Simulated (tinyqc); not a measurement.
Delta-doped layer in the Thomas-Fermi potential: one step. The Thomas-Fermi well.

All donors ionised in the plane z = 0, zero temperature, energies from the Fermi level EF of the Thomas-Fermi model, which lies at the bulk band edge; c = hbar^2/2m0, q = e^2/(4 pi eps0). gv = 4 equivalent valleys, m_d = sqrt(m3^3/mz) in the plane. With n = (gv/3 pi^2)(m3 (-V)/c)^(3/2) and V'' = -(4 pi q/eps) n for z > 0, the solution is V = -b/(|z| + z0)^4 with sqrt(b) = 20/K, K = (4 pi q/eps)(gv/3 pi^2)(m3/c)^(3/2), and z0^5 = 4b/(e F0), e F0 = 2 pi q N/eps; 1e13/cm^2 = 1e-3/angstrom^2. Exchange and correlation are left out.

Constants: hbar^2/2m0 = 3.80998211 eV angstrom^2; e^2/(4 pi eps0) = 14.39964547 eV angstrom.

Values chosen for the exercise (near those of a delta-doped layer in Ge; the results hold for these values, not for the real material): m3 = 0.228 m0 (density-of-states mass of a valley); mz = 0.116 m0 (mass along z); eps = 15.7 (dielectric constant); N = 1.2 x 1e13/cm^2 (donor sheet density).

Question. Give K, b, e F0, z0 and the depth b/z0^4.

Give: K; b; e F0; z0; depth.

Answer.

K = 0.022794 eV^(-1/2) angstrom^-2
b = 7.6988e+05 eV angstrom^4
e F0 = 0.0069153 eV/angstrom
z0 = 53.67 angstrom
depth = 0.0928 eV

Half of the electrons lie within |z| < (2^(1/5) - 1) z0 = 8.0 angstrom. The mean donor spacing in the plane is 28.9 angstrom, against a Bohr radius 0.529177 eps/m3 = 36.4 angstrom: the spacing is not small against it, so the smeared sheet is a crude model.

Run: tinyqc, `OMP_NUM_THREADS=1 python tinyqc.py 1280163 1280164 out.jsonl`; Intel(R) Xeon(R) Processor @ 2.30GHz, one thread, shared host; about 0.05 s of CPU time with all checks.
